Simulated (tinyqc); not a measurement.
## Van der Pauw, Hall and four-point-probe measurements on a doped layer: correction factor against the shape of the sample

A uniform n-type layer with sheet resistance Rs = 1/(q ns mu), point contacts, low field (mu B small).

Rs = 1/(q ns mu). For a rectangle with contacts at the corners, RA = (8 Rs/pi) sum_(k>=0) ln coth((2k + 1) pi a/(2 b)) with current along a short side b and voltage along the opposite one, RB the same with a and b exchanged. ar = a/b. F = Rs/[(pi/ln 2)(RA + RB)/2]; small-asymmetry estimate 1 - (ln 2/2) d^2 - ((ln 2)^2/4 - (ln 2)^3/12) d^4 with d = (RB - RA)/(RB + RA).

Parameters, values chosen for the exercise: sheet density of the layer ns = 1.1e12 cm^-2; drift mobility mu = 1600 cm^2/(V s).

Constants: q = 1.602176634e-19 C. Results are converted to the units shown.

Correction factor against the shape of the sample:
```
ar    RA (ohm)  RB (ohm)  RB/RA       F  estimate of F
1        782.4     782.4  1.000   1.000          1.000
1.14     503.3      1154  2.293  0.9442         0.9444
1.29     314.0      1598  5.089  0.8185         0.8249
1.43     202.2      2041  10.09  0.6977         0.7254
1.57     130.2      2502  19.22  0.5944         0.6577
1.71     83.88      2976  35.48  0.5114         0.6167
1.86     52.36      3492  66.70  0.4415         0.5917
2        33.73      3980  118.0  0.3899         0.5787
```

What does the table show?

RB/RA rises from 1.00 to 118 and F falls from 1.00 to 0.390. The estimate is 0.78 % above F at a/b = 1.29 and 48 % above it in the last row. RA shrinks about as exp(-pi a/b): by a factor of 1.55 between the last two rows, against 1.55.

Program tinyqc, `OMP_NUM_THREADS=1 python tinyqc.py 2850164 2850165 out.jsonl`; Intel Xeon 2.30GHz, shared host, one thread, about 0.01 s.
